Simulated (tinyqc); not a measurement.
Avalanche multiplication and breakdown of a junction from ionisation integrals: one step, computed by the program tinyqc.

Ionisation coefficients follow the local field. Position x runs through the depletion layer from the p side (x = 0), where electrons enter, to the n side (x = w), where holes enter. The built-in voltage is neglected.

Problem. On-resistance of the drift layer. R_on = w/(e mu N) with w the width at breakdown; figure of merit V_B^2/R_on; for a triangular field it equals eps eps_0 mu F_m^3/4.

Inputs (values chosen for the exercise, modelled on InP): permittivity eps = 12.5; drift-layer mobility mu = 160 cm^2/(V s); doping N of the lightly doped side = 4e+15 1/cm^3.

Junction: one-sided abrupt n+p.

width at breakdown = 7.929112 micrometre

breakdown voltage = 182.0249 V

critical field F_m = 0.4591305 MV/cm

Constants: e = 1.602176634e-19 C; eps_0 = 8.8541878128e-12 F/m.

Give: specific on-resistance; V_B^2/R_on; eps eps_0 mu F_m^3/4.

Solution.

specific on-resistance = 7.7328 milliohm cm^2

V_B^2/R_on = 4.2848 MW/cm^2

eps eps_0 mu F_m^3/4 = 4.2848 MW/cm^2
